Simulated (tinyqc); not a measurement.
All hoppings scaled: three-band tight binding of a dichalcogenide monolayer.

Values chosen for the exercise (near a published set for monolayer MoTe2; not measured data): e1 = 0.608 eV (level of dz2); e2 = 1.953 eV (level of dxy and dx2-y2); t0 = -0.169 eV (hopping); t1 = 0.23 eV (hopping); t2 = 0.393 eV (hopping); t11 = 0.209 eV (hopping); t12 = 0.245 eV (hopping); t22 = 0.249 eV (hopping); lam = 0.105 eV (spin-orbit constant).

The six hoppings are multiplied by f; e1, e2 and lam stay (real strain also moves e1 and e2, so this is no model of it). Closed forms: Ev(K) = e2 - (3/2)(t11 + t22) - 3 sqrt3 t12 + lam, Ec(K) = e1 - 3 t0, Ev(Gamma) = e1 + 6 t0.

Gaps (eV):
```
f     direct gap at K  Ev(K) - Ev(Gamma)  Ec(K) - top of valence band
0.85           0.6470             0.6459                       0.6470
0.90           0.7704             0.5985                       0.7704
0.94           0.8690             0.5607                       0.8690
0.97           0.9430             0.5323                       0.9430
1.00           1.0171             0.5039                       1.0171
1.03           1.0911             0.4756                       1.0911
1.06           1.1651             0.4472                       1.1651
1.10           1.2638             0.4093                       1.2638
```

The direct gap changes by +24.7 meV for each per cent of f. The top of the valence band stays at K over the range.

Run: tinyqc, `OMP_NUM_THREADS=1 python tinyqc.py 1482819 1482820 out.jsonl`; Intel(R) Xeon(R) Processor @ 2.30GHz, one thread, shared host; about 0.02 s of CPU time with all checks.
